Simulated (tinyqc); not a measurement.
Mesh size and shift: special k points of the hexagonal lattice.

Lattice vectors in units of a: a1 = (1, 0), a2 = (-1/2, sqrt(3)/2); reciprocal vectors b_i with a_i . b_j = 2 pi delta_ij. Mesh: k = sum_i f_i b_i with f_i = (2 j_i + shift)/(2 N), j_i = 0 .. N-1. The point group of the lattice has 12 operations; only those that map the mesh onto itself are used.

A_m(k) = sum over the m-th star of lattice vectors R of cos(k . R), stars in order of length: m = 1: |R|^2 = 1, 6 vectors, such as (1, 1) in the basis a_i; m = 2: |R|^2 = 3, 6 vectors, such as (2, 1) in the basis a_i; m = 3: |R|^2 = 4, 6 vectors, such as (2, 2) in the basis a_i; m = 4: |R|^2 = 7, 12 vectors, such as (3, 2) in the basis a_i; m = 5: |R|^2 = 9, 6 vectors, such as (3, 3) in the basis a_i; m = 6: |R|^2 = 12, 6 vectors, such as (4, 2) in the basis a_i. The zone mean of every A_m is zero.

Test function, the lower band of a two-band insulator: E(k) = -sqrt(D^2 + (e0 - t A_1(k))^2).
Inputs chosen for the exercise: D = 2.16 eV (half gap term); t = 0.59 eV (coupling); e0 = 1.61 eV (offset).

Errors of the mean of E against the unshifted mesh with N = 96. The fifth column is |R|^2 of the shortest star with a non-zero mean.

Meshes:
```
mesh        points  irreducible  operations  |R|^2 missed  error (meV)
2 Gamma          4            2          12          4.00     -369.350
2 shifted        4            2           4          4.00      135.720
3 Gamma          9            3          12          9.00       -8.123
3 shifted        9            4           4          9.00        1.950
4 Gamma         16            4          12         16.00        9.453
4 shifted       16            6           4         16.00       -3.092
5 Gamma         25            5          12         25.00       -0.111
5 shifted       25            9           4         25.00        0.032
6 Gamma         36            7          12         36.00       -0.568
6 shifted       36           12           4         36.00        0.190
8 Gamma         64           10          12           >36        0.044
8 shifted       64           20           4           >36       -0.015
10 Gamma       100           14          12           >36       -0.004
10 shifted     100           30           4           >36        0.001
```

reference mean = -3.00112 eV

How do the results move, and what explains it?

The shifted mesh has the smaller error for 7 of 7 values of N and the larger for 0. The cheapest mesh within 1 meV is 5 Gamma, with 5 irreducible points. A mesh misses the lattice vectors N (n1 a1 + n2 a2 + ...); the half shift gives each the sign (-1)^(n1 + n2 + ...), so the 6 shortest ones add up to -2 in place of 6. The shift lowers the symmetry; it leaves more irreducible points for N = 3, 4, 5, 6, 8 and 10.

(tinyqc, `OMP_NUM_THREADS=1 python tinyqc.py 1680742 1680743 out.jsonl`, Intel(R) Xeon(R) Processor @ 2.30GHz, 1 thread, shared host, about 0.09 s.)
